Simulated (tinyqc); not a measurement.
# X-ray reflectivity of a thin film on silicon: critical angles, Parratt recursion, fringes and roughness, step by step

A worked calculation. Computed by tinyqc, a small Python program that keeps every step. Command: `OMP_NUM_THREADS=1 python tinyqc.py 3120474 3120475 out.jsonl xrr walk`. One thread of a shared host (Intel(R) Xeon(R) Processor @ 2.30GHz), about 0.01 s of CPU time with the checks. Intermediate numbers are printed to about 6 digits and carried at full precision; extremes and crossings named in words are read from the listed rows.

n = 1 - delta + i beta; the classical electron radius is r_e = 2.8179403e-6 nm. Layer 0 is vacuum, 1 the film, 2 the substrate.

Inputs (values chosen for the exercise, modelled on copper on silicon, copper K-alpha radiation): wavelength lambda = 0.15406 nm; film density rho = 8.53 g/cm^3; effective electrons per unit mass, film = 0.452 mol/g; beta/delta, film = 0.024; film thickness d = 49.5 nm; roughness of the surface sigma_1 = 0.49 nm; roughness of the interface sigma_2 = 0.4 nm; substrate density = 2.33 g/cm^3; effective electrons per unit mass, substrate = 0.507 mol/g; beta/delta, substrate = 0.023; grazing angle theta = 1.65 degrees.

Constants: N_A = 6.02214076e+23 1/mol.

## Optical constants

delta = r_e lambda^2 rho_e/(2 pi), rho_e = density x electrons per mass x N_A; critical angle sqrt(2 delta), q_c = 4 sqrt(pi r_e rho_e).

Constants:
```
layer      rho_e (1/nm^3)        delta         beta  critical angle (degrees)  q_c (1/nm)
film              2321.87  2.47155e-05  5.93173e-07                  0.402831    0.573482
substrate          711.40  7.57263e-06  1.74170e-07                  0.222977    0.317437
```

The film is denser in electrons than the substrate, and thick enough to set the edge of total reflection.

## Critical angle of the film

The formulas are those given above.

critical angle of the film = 0.402831 degrees

## Reflectivity at one angle

k_j = (2 pi/lambda) sqrt(sin^2 theta - 2 delta_j + 2 i beta_j); r_ij = (k_i - k_j)/(k_i + k_j) x exp(-2 k_i k_j sigma^2) (Nevot-Croce); r = (r_01 + r_12 p)/(1 + r_01 r_12 p), p = exp(2 i k_1 d); R = |r|^2.

k_0, k_1, k_2 (1/nm): [1.17433, 1.13879+0.00087i, 1.16356+0.00025i]

1000 r_01 = 8.08491-0.20405i

1000 r_12 = -7.04030+0.18181i

p = 0.859832-0.321014i

reflectivity R = 9.26249e-06

q = 4 pi sin(theta)/lambda = 2.34867 1/nm

## Fringe period, contrast and decay

Far above the critical angle the period is d theta = lambda/(2 d), or 2 pi/d in q; the envelope runs between (|r_01| - |r_12 p|)^2 and (|r_01| + |r_12 p|)^2; contrast = 2 a b/(a^2 + b^2) with a = |r_01|, b = |r_12 p|; roughness factors on the amplitudes are about exp(-q^2 sigma^2/2).

period in theta = 0.0891615 degrees

period in q = 0.126933 1/nm

contrast = 0.975403

roughness factor, surface = 0.515703

roughness factor, interface = 0.643201

## Thickness from the minima

Minima of R theta^4 are located on 6001 points over 7.5 periods, from 1.15 times the larger critical angle. With refraction, sin^2(theta_m) = 2 delta + m^2 (lambda/(2 d))^2, m integer or half-integer; the first six minima are used, and the first order is the one that minimises the largest residual of the least-squares line plus the distance of its intercept from 2 delta. Without refraction, d = lambda/(2 x mean step of sin theta).

Minima:
```
order m  theta (degrees)  sin^2 theta
3               0.483763  7.12868e-05
4               0.538151  8.82166e-05
5               0.601010  1.10028e-04
6               0.669776  1.36645e-04
7               0.742888  1.68104e-04
8               0.819233  2.04428e-04
```

d with refraction = 49.5092 nm

d without refraction = 65.7851 nm

Against d = 49.5 nm the errors are +0.02 % with and +32.90 % without refraction. The orders are integers, as r_01 and r_12 have opposite signs for a film denser than the substrate.

## Which roughness does what

R is averaged over one period above each angle (64 points); contrast = (max - min)/(max + min) of R theta^4 over that period. Cases: smooth; only sigma_1; only sigma_2; both.

Mean R and contrast:
```
theta (degrees)     R smooth  contrast   R, sigma_1  contrast, sigma_1   R, sigma_2  contrast, sigma_2      R, both  contrast, both
0.8              5.26850e-03  0.875852  4.21775e-03           0.930148  5.03405e-03           0.833764  3.98013e-03        0.894598
1.2              1.05564e-03  0.898367  6.65009e-04           0.991300  9.43261e-04           0.795414  5.53408e-04        0.938504
1.8              2.09894e-04  0.911209  9.06099e-05           0.936447  1.69114e-04           0.662935  4.99709e-05        0.984237
2.5              5.73608e-05  0.918623  1.90936e-05           0.581592  4.22604e-05           0.444256  3.91340e-06        0.994209
3.5              1.52308e-05  0.923853  4.75446e-06           0.149018  1.06696e-05           0.180607  1.07241e-07        0.831365
```

At 2.5 degrees sigma_1 alone multiplies the mean R by 0.33 and sigma_2 alone by 0.74; the contrast goes from 0.92 (smooth) to 0.58 and 0.44.

Checks made by the program: smooth bare substrate far above q_c against (q_c/2q)^4 (relative difference 1e-03).
